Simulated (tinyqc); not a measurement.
From results back to parameters: thin-film optics by transfer matrices. Four cases, with inputs chosen for the exercise.

Problem. A bare substrate in air: with rho = tan(Psi) exp(i Delta), Delta = 180 degrees at small angles on a dielectric, conj(eps) = sin^2(theta) [1 + tan^2(theta) ((1 - rho)/(1 + rho))^2], and n + i k = sqrt(eps).

Find: rho; eps; n; k.

Method. Form rho, insert it, conjugate, and take the root with k >= 0.

Case 1.

Values chosen (out of a larger set: indices near those of resist, ARC on Si; not measured data): lam = 633 nm (vacuum wavelength); theta_e = 60 degrees (angle of the ellipsometer).

Psi = 23.2117 degrees
Delta = 179.7018 degrees

Solution.

rho = -0.4288+0.0022i
eps = 14.83+0.15i
n = 3.851
k = 0.020

Case 2.

Values chosen (out of a larger set: indices near those of Si3N4 on Si; not measured data): lam = 248 nm (vacuum wavelength); theta_e = 75 degrees (angle of the ellipsometer).

Psi = 33.4891 degrees
Delta = 93.8024 degrees

Solution.

rho = -0.0439+0.6602i
eps = -9.24+10.59i
n = 1.551
k = 3.413

Case 3.

Values chosen (out of a larger set: indices near those of polySi, SiO2 on Al; not measured data): lam = 633 nm (vacuum wavelength); theta_e = 65 degrees (angle of the ellipsometer).

Psi = 42.6201 degrees
Delta = 152.1274 degrees

Solution.

rho = -0.8134+0.4302i
eps = -55.19+20.60i
n = 1.364
k = 7.553

Case 4.

Values chosen (out of a larger set: indices near those of resist, SiO2 on Si; not measured data): lam = 193 nm (vacuum wavelength); theta_e = 75 degrees (angle of the ellipsometer).

Psi = 37.2943 degrees
Delta = 82.2523 degrees

Solution.

rho = 0.1027+0.7547i
eps = -7.64+5.17i
n = 0.890
k = 2.903

Computed by tinyqc, one run a case: `OMP_NUM_THREADS=1 python tinyqc.py N N+1 out.jsonl` with N = 1682097, 1682108, 1682141, 1682167; one thread of a shared Intel(R) Xeon(R) Processor @ 2.30GHz, about 0.01 s a run at most.
